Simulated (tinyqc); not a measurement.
Telling the models apart: thermal, flicker and telegraph noise of a field-effect transistor. Computed by tinyqc, a small Python program. Command: `OMP_NUM_THREADS=1 python tinyqc.py 3017209 3017210 out.jsonl noise walk`. One thread of a shared host (Intel(R) Xeon(R) Processor @ 2.30GHz), about 0.01 s of CPU time with the checks.

Strong inversion, threshold roll-off and channel-length modulation left out; noise sources are uncorrelated and are given as one-sided spectral densities.

Inputs (values chosen for the exercise, modelled on a high-k silicon transistor):

| quantity | value | unit |
|---|---|---|
| width W | 19 | micrometre |
| length L | 520 | nm |
| electrical oxide thickness t | 3.8 | nm |
| mobility mu | 190 | cm^2/(V s) |
| saturation velocity v_s | 1 | 1e7 cm/s |
| oxide trap density N_t | 8.9e+15 | 1/(eV cm^3) |
| oxide barrier phi | 1.8 | eV |
| oxide mass m_ox | 0.4 | m_0 |
| frequency f | 80 | Hz |
| temperature T | 200 | K |

Operating region: saturation. Flicker model: number fluctuation.

Constants: eps_0 = 8.8541878128e-12 F/m; hbar = 1.054571817e-34 J s; m_0 = 9.1093837015e-31 kg; e = 1.602176634e-19 C; k_B = 8.617333262e-05 eV/K.

Method. C_ox = 3.9 eps_0/t; V_c = 2 v_s L/mu; I = W C_ox v_s V_ov^2/(V_ov + V_c); g_m = W C_ox v_s V_ov (V_ov + 2 V_c)/(V_ov + V_c)^2; g_d0 = mu C_ox (W/L) V_ov. Tunnelling length lambda = hbar/(2 sqrt(2 m_ox phi)); flat-band noise S_Vfb = e^2 k_B T lambda N_t/(W L C_ox^2 f). S_I = g_m^2 S_Vfb.

Against the overdrive:

| V_ov (V) | I (microampere) | (g_m/I)^2 (1/V^2) | S_I/I^2 (1/Hz) | S_I/g_m^2 (V^2/Hz) |
|---|---|---|---|---|
| 0.20 | 121.7 | 96.506 | 6.6962e-13 | 6.9386e-15 |
| 0.25 | 188.5 | 61.235 | 4.2489e-13 | 6.9386e-15 |
| 0.32 | 305.2 | 36.935 | 2.5628e-13 | 6.9386e-15 |
| 0.40 | 470.3 | 23.326 | 1.6185e-13 | 6.9386e-15 |
| 0.50 | 722.6 | 14.689 | 1.0192e-13 | 6.9386e-15 |
| 0.63 | 1122.7 | 9.065 | 6.2897e-14 | 6.9386e-15 |
| 0.80 | 1761.3 | 5.478 | 3.8013e-14 | 6.9386e-15 |
| 1.00 | 2667.1 | 3.406 | 2.3633e-14 | 6.9386e-15 |

What follows from these numbers?

S_I/I^2 falls as V_ov^-2.04 at first and V_ov^-2.13 at the end; (g_m/I)^2 as V_ov^-2.04 and V_ov^-2.13. The two run parallel and the input-referred noise is flat: the mark of pure number fluctuation.
